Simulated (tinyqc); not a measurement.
Ellipsometry and reflectance of a transparent film on an absorbing substrate: two steps of the calculation.

Air (index 1), film, substrate with N2 = n2 - i k2; time factor exp(+i w t). q_j = sqrt(N_j^2 - sin^2 th), root with positive real part. Fresnel coefficients r_s = (q_a - q_b)/(q_a + q_b), r_p = (N_b^2 q_a - N_a^2 q_b)/(N_b^2 q_a + N_a^2 q_b). tan(Psi) exp(i Delta) = R_p/R_s, Delta taken from 0 to 360 degrees.

Inputs (values chosen for the exercise); indices close to those of titanium dioxide on silicon:
- lam = 632.8 nm (wavelength)
- th = 60 degrees (angle of incidence)
- n1 = 2.395 (index of the transparent film)
- d = 17 nm (film thickness)
- n2 = 3.882 (index of the substrate)
- k2 = 0.019 (extinction coefficient of the substrate)

Task 1. Interface coefficients and thickness period. q0, q1, q2 and the coefficients r01 and r12 for p and s; the results repeat in d with the period lam/(2 q1).

Wanted: q0; q1; q2; r01,p; r01,s; r12,p; r12,s; period.

Result 1.

q0 = 0.50000
q1 = 2.2329
q2 = 3.7842-0.0195i
r01,p = 0.12450
r01,s = -0.63409
r12,p = 0.21577-0.00221i
r12,s = -0.25781+0.00240i
period = 141.70 nm

Task 2. Psi, Delta and reflectances. beta = 2 pi d q1/lam, X = exp(-2 i beta), R = (r01 + r12 X)/(1 + r01 r12 X) for p and s.

q1 = 2.2329409
r01,p = 0.12450057
r01,s = -0.63409381
r12,p = 0.21577471-0.00221104i
r12,s = -0.25781077+0.00240417i

Find: beta; X; R_p; R_s; Psi; Delta; |R_p|^2; |R_s|^2.

Result 2.

beta = 0.3769 rad
X = 0.7291-0.6844i
R_p = 0.2775-0.1414i
R_s = -0.7423+0.0844i
Psi = 22.63 degrees
Delta = 159.5 degrees
|R_p|^2 = 0.09703
|R_s|^2 = 0.5581

The bare substrate gives Psi = 23.38 and Delta = 179.72 degrees.

Numbers from tinyqc (`OMP_NUM_THREADS=1 python tinyqc.py 2870212 2870213 out.jsonl`; about 0.3 s on one thread of a shared Intel Xeon 2.30GHz).
